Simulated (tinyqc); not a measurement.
Bond-orbital model of a tetrahedral semiconductor (Harrison's universal couplings): one step. The three energies.

Hybrid level eh = (es + 3 ep)/4; metallic energy V1 = (ep - es)/4 for each atom; covalent energy V2 = 3.22 hbar^2/(m d^2); polar energy V3 = (ehc - eha)/2; hbar^2/m = 2c, c = hbar^2/2m0. Polarity ap = V3/sqrt(V2^2 + V3^2), covalency ac = V2/sqrt(V2^2 + V3^2). p-p coupling at Gamma Exx = (4/3)(2.22 - 2 x 0.63) hbar^2/(m d^2) = 1.28 hbar^2/(m d^2), s-s coupling Ess = 4 x 1.32 hbar^2/(m d^2).

Constants: hbar^2/2m0 = 3.80998211 eV angstrom^2.

Parameters, chosen for this exercise (near tabulated values for BN; the model gives trends, and its gaps can be far from the real ones; not measured data): esc = -13.53 eV (s level, cation); epc = -8.36 eV (p level, cation); esa = -25.98 eV (s level, anion); epa = -13.72 eV (p level, anion); d = 1.57 angstrom (bond length).

Task: Form the hybrid levels, V1, V2 and V3.

Give: hbar^2/(m d^2); hybrid levels; V1; V2, V3.

Result:

hbar^2/(m d^2) = 3.0914 eV

hybrid levels (eV): cation -9.6525, anion -16.7850

V1 (eV): cation 1.2925, anion 3.0650

V2, V3 (eV): [9.9543, 3.5663]

Run: tinyqc, `OMP_NUM_THREADS=1 python tinyqc.py 1482085 1482086 out.jsonl`; Intel(R) Xeon(R) Processor @ 2.30GHz, one thread, shared host; about 0.01 s of CPU time with all checks.
